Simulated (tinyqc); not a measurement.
RKS/PBE0 in the sto-3g basis, for H4, spin multiplicity 1, step by step. One step of it, computed by the program tinyqc.

Question. Orthogonalisation. S = U s U^T; symmetric (Loewdin) form X = U s^(-1/2) U^T, so that X^T S X = 1.

overlap S, order 1H 1s, 2H 1s, 3H 1s, 4H 1s:
$$\begin{pmatrix}
1.000000 & 0.423348 & 0.019290 & 0.001354 \\
0.423348 & 1.000000 & 0.153181 & 0.019290 \\
0.019290 & 0.153181 & 1.000000 & 0.423348 \\
0.001354 & 0.019290 & 0.423348 & 1.000000
\end{pmatrix}$$

Give: eigenvalues of S; X.

Answer.

eigenvalues of S: [0.512, 0.628, 1.334, 1.526]

X, order 1H 1s, 2H 1s, 3H 1s, 4H 1s:
$$\begin{pmatrix}
1.078 & -0.242 & 0.019 & -0.005 \\
-0.242 & 1.089 & -0.092 & 0.019 \\
0.019 & -0.092 & 1.089 & -0.242 \\
-0.005 & 0.019 & -0.242 & 1.078
\end{pmatrix}$$
